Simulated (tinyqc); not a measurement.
Effective mass of the conduction band from tabulated energies: one step. Finite differences. The numbers come from values chosen for the exercise (band of an eight-band Kane model near GaAs).

c = hbar^2/2m0. A uniform scatter of up to 0.1 meV has been added to mimic numerical noise.
Constants: hbar^2/2m0 = 3.80998211 eV angstrom^2.

Energies along [100], from the band edge:
```
k (1/angstrom),E (meV)
0.0000000,0.000000
0.0066000,2.450100
0.0132000,9.899700
0.0198000,22.031600
0.0264000,38.903900
0.0330000,59.903700
0.0396000,84.999100
0.0462000,113.963700
0.0528000,146.353000
```

reference mass (curvature of the model at k = 0.0001 1/angstrom) = 0.0669000 m0

Problem. The band is even in k. m = c k^2/E(k) from the points 1, 2, 4 (k = 0 is point 0); Richardson from points 1 and 2: c/m = [16 E(k1) - E(k2)]/(12 k1^2).

Give: m from points 1, 2, 4; m by Richardson.

Solution.

m from points 1, 2, 4 (m0): 0.06774  0.06706  0.06826

m by Richardson = 0.06797 m0

Errors against the reference: +1.25, +0.24 and +2.03 % and +1.59 %. The extrapolation does not help: a scatter of 0.1 meV is 4 % of the first energy, and the formula weights that point by 4/3.

Program tinyqc; command `OMP_NUM_THREADS=1 python tinyqc.py 1850020 1850021 out.jsonl`; about 0.01 s on one thread of a shared Intel(R) Xeon(R) Processor @ 2.30GHz.
